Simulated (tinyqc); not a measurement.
From results to parameters: Luttinger model of the valence bands. Computed by the program tinyqc.

Problem. In the four-band Luttinger model 1/m = g1 -/+ 2 g2 along [100] and g1 -/+ 2 g3 along [111]. Find g1, g2, g3 and the light hole mass along [111].

heavy and light hole masses along [100] (electron masses): 0.111857  0.053248
heavy hole mass along [111] = 0.352113 electron masses

Solution. The mean of the two inverse masses along [100] is g1 and a quarter of their difference is g2; g3 = (g1 - 1/m_hh[111])/2.

g1, g2, g3: 13.8600  2.4600  5.5100
light hole mass along [111] = 0.0402 electron masses
